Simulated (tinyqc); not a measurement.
G0W0 on RHF in the 6-31g basis, for He, spin multiplicity 1, step by step. One step of it, computed by the program tinyqc.

Task: Iteration 1: building the Fock matrix. J_ij = sum D_kl (ij|kl), K_ij = sum D_kl (ik|jl); F = H + J - 0.5 K; E = tr D H + tr D J / 2 - 0.25 tr D K + E_nn.

D at the start:
```
          1He 1s    1He 2s
1He 1s  0.694886  0.608667
1He 2s  0.608667  0.533145
```

core Hamiltonian H = T + V (hartree):
```
           1He 1s     1He 2s
1He 1s  -1.879626  -1.546409
1He 2s  -1.546409  -1.295190
```

Two-electron integrals (ij|kl) in chemists' order, unique and non-zero (hartree):
```
(11|11) 1.543936   (21|11) 0.785447   (21|21) 0.427025   (22|11) 0.803952
(22|21) 0.476190   (22|22) 0.615938
```

nuclear repulsion = 0 hartree

Give: Coulomb J; exchange K; Fock matrix F; total energy of this density.

Result:

Coulomb J (hartree):
```
        1He 1s  1He 2s
1He 1s  2.4576  1.3195
1He 2s  1.3195  1.4667
```

exchange K (hartree):
```
        1He 1s  1He 2s
1He 1s  2.2567  1.5489
1He 2s  1.5489  1.2048
```

Fock matrix F (hartree):
```
         1He 1s   1He 2s
1He 1s  -0.5503  -1.0014
1He 2s  -1.0014  -0.4309
```

total energy of this density = -2.855138 hartree

This density is the starting one; it is not idempotent, so its energy is not variational and may lie below the converged one.
